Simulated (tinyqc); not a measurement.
KAI against NLS in time: switching kinetics of a ferroelectric film and the memory window of a ferroelectric gate stack. Computed by tinyqc, a small Python program. Command: `OMP_NUM_THREADS=1 python tinyqc.py 3028316 3028317 out.jsonl feswitch walk`. One thread of a shared host (Intel(R) Xeon(R) Processor @ 2.30GHz), about 0.01 s of CPU time with the checks.

Fields in MV/cm; 1 microcoulomb/cm^2 over eps_0 is 11.29409 MV/cm. In the stack (metal, ferroelectric, interlayer, channel) the channel is taken as a conductor.

Inputs (values chosen for the exercise, for a model hafnia-based film): dimension n = 2; half width w of log10 t = 0.4.

Method. KAI: 1 - exp[-(t/t1)^n]. NLS: the same kernel averaged over the Lorentzian F = (1/pi) w/[(z - log10 t1)^2 + w^2] in z = log10 tau.

Switched share:
```
log10(t/t1)     KAI      NLS
-3.0         0.0000  0.04448
-2.0         0.0001  0.06881
-1.0         0.0100  0.15125
-0.5         0.0952  0.29019
-0.2         0.3284  0.44449
0.0          0.6321  0.56813
0.2          0.9189  0.68293
0.5          1.0000  0.80074
1.0          1.0000  0.88632
2.0          1.0000  0.93990
3.0          1.0000  0.95919
```

What follows from these numbers?

KAI goes from 10 to 90 % within 0.67 decades of time; a Lorentzian of this width needs about 2 w tan(0.4 pi) = 2.5 decades. Three decades after t1, 4.1 % of the NLS film has not switched, and three decades before it 4.4 % already has: the tails set write margins and disturb errors.
